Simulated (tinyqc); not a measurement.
Ferroelectric with a first-order transition, Landau-Devonshire energy: two steps of the calculation.

One domain with free energy u = al P^2 + be P^4 + ga P^6 - E P, al = a0 (T - T0), be < 0 < ga (P in uC/cm^2, E in kV/cm, u in mJ/cm^3). Equilibrium: E = 2 al P + 4 be P^3 + 6 ga P^5; a state is stable against small changes where dE/dP > 0. The coercive field is that of uniform switching, which real films, switching by domains, do not reach.

Parameters, values chosen for the exercise: slope of the quadratic coefficient a0 = 0.011 kV cm/(uC K); Curie-Weiss temperature T0 = 450 K; quartic coefficient be = -0.00013 kV cm^5/uC^3; sixth-order coefficient ga = 7.8e-8 kV cm^9/uC^5; applied field Ea = -13 kV/cm.

Problem 1. Transition temperatures. TC = T0 + be^2/(4 a0 ga), where u(Ps) = u(0); T1 = T0 + be^2/(3 a0 ga), where the polar minimum disappears. At TC the polarisation jumps from sqrt(-be/(2 ga)) to zero, with latent heat TC a0 Ps^2.

Find: TC; T1; jump of P; latent heat.

Solution 1.

TC = 454.92 K
T1 = 456.57 K
jump of P = 28.868 uC/cm^2
latent heat = 4.1701 J/cm^3

Thermal hysteresis can span T0 to T1, 6.57 K.

Problem 2. Polarisation on the upper branch by Newton steps. f = 2 al P + 4 be P^3 + 6 ga P^5 - Ea, f' = 2 al + 12 be P^2 + 30 ga P^4, P(new) = P - f/f'.

P at the start = 49.1 uC/cm^2
al = -0.22 kV cm/uC

Give: f; f'; P after iteration 1.

Solution 2.

f = 63.396 kV/cm
f' = 9.3992 kV cm/uC
P after iteration 1 = 42.355 uC/cm^2

tinyqc, about 0.01 s, one thread, Intel Xeon 2.30GHz (shared host): `OMP_NUM_THREADS=1 python tinyqc.py 2860042 2860043 out.jsonl`
